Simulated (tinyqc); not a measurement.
RKS/PBE in the 6-311g basis, for He, spin multiplicity 1, step by step. One step of it, computed by the program tinyqc.

Question. Iteration 2: building the Kohn-Sham matrix. J_ij = sum D_kl (ij|kl); F = H + J + V_xc; E = tr D H + tr D J / 2 + E_xc + E_nn.

D after iteration 1, lower triangle:
```
          1He 1s    1He 2s    1He 3s
1He 1s  0.119541
1He 2s  0.194567  0.316678
1He 3s  0.250030  0.406952  0.522959
```

core Hamiltonian H = T + V (hartree), lower triangle:
```
           1He 1s     1He 2s     1He 3s
1He 1s  -0.449189
1He 2s  -2.025351  -1.672714
1He 3s  -1.309466  -1.363028  -1.211479
```

Two-electron integrals (ij|kl) in chemists' order, unique and non-zero (hartree):
```
(11|11) 2.395117   (21|11) 1.347337   (21|21) 0.798707   (22|11) 1.358411
(22|21) 0.863847   (22|22) 1.054927   (31|11) 0.614121   (31|21) 0.368625
(31|22) 0.406802   (31|31) 0.170715   (32|11) 0.842709   (32|21) 0.547009
(32|22) 0.700418   (32|31) 0.259418   (32|32) 0.476676   (33|11) 0.767030
(33|21) 0.510236   (33|22) 0.697580   (33|31) 0.244176   (33|32) 0.494732
(33|33) 0.558022
```

nuclear repulsion = 0 hartree

V_xc (hartree), lower triangle:
```
           1He 1s     1He 2s     1He 3s
1He 1s  -1.074665
1He 2s  -0.618365  -0.652103
1He 3s  -0.283706  -0.407718  -0.359737
```

E_xc = sum of w rho eps_xc = -0.96715305 hartree

Give: Coulomb J; Kohn-Sham matrix F; total energy of this density.

Answer.

Coulomb J (hartree), lower triangle:
```
        1He 1s  1He 2s  1He 3s
1He 1s   2.635
1He 2s   1.642   1.971
1He 3s   0.770   1.312   1.328
```

Kohn-Sham matrix F (hartree), lower triangle:
```
        1He 1s  1He 2s  1He 3s
1He 1s   1.111
1He 2s  -1.002  -0.354
1He 3s  -0.823  -0.459  -0.243
```

total energy of this density = -2.87391 hartree
